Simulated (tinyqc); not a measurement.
Drifting, spreading and decaying minority pulse (Haynes-Shockley), backward Euler time steps: two steps of the calculation.

Low injection in a uniform field: dn/dt = D d2n/dx2 - v dn/dx - n/tau with D = mu Vt and v = mu F towards +x. Exact solution on an infinite bar for a Gaussian start at x0: n = N0 exp(-t/tau) exp(-(x - x0 - v t)^2/(2 s^2))/sqrt(2 pi s^2), s^2 = s0^2 + 2 D t.

Parameters, values chosen for the exercise; mobility close to that of silicon at room temperature: temperature T = 300 K; minority-carrier mobility mu = 473 cm^2/(V s); sweep field along the drift F = 52 V/cm; mesh step hx = 13 um; lifetime tau = 1.7e-6 s; time step dt = 8.8e-8 s.

Constants: q = 1.602176634e-19 C, kB = 1.380649e-23 J/K, Vt = kB T/q. Results are converted to the units shown.

Question 1. Coefficients of the scheme. Exponentially fitted fluxes: d = F hx/Vt, B(d) = d/(exp(d) - 1), k = D dt/hx^2; (L n)_i = a n_(i-1) + b n_i + c n_(i+1) with a = k B(-d), c = k B(d), b = -a - c - dt/tau. Explicit steps keep n positive for dt up to 1/[(D/hx^2)(B(d) + B(-d)) + 1/tau].

Give: D; v; d; a; b; c; positivity limit of dt.

Answer 1.

D = 12.228 cm^2/s
v = 24596 cm/s
d = 2.6149
a = 1.7964
b = -1.9796
c = 0.13145
positivity limit of dt = 4.4453e-8 s

Question 2. Densities after a time step. (L n)_i = a n_(i-1) + b n_i + c n_(i+1), n = 0 beyond the ends. Backward Euler step: solve n(new) - L n(new) = n.

a = 1.7964149
b = -1.9796344
c = 0.13145485
n at t = 0, node 1 to 11 (in units of 1e12 cm^-3): [0.0306820, 0.3737836, 1.6751819, 2.7619081, 1.6751819, 0.3737836, 0.0306820, 0.0009265, 0.0000103, 0.0000000, 0.0000000]

Wanted: n at t = 1 dt.

Answer 2.

n at t = 1 dt, node 1 to 11 (in units of 1e12 cm^-3): [0.0177, 0.1682, 0.7267, 1.4299, 1.4702, 1.0408, 0.6557, 0.4068, 0.2521, 0.1562, 0.0942]

Program tinyqc, `OMP_NUM_THREADS=1 python tinyqc.py 2310044 2310045 out.jsonl`; Intel Xeon 2.30GHz, shared host, one thread, about 0.01 s.
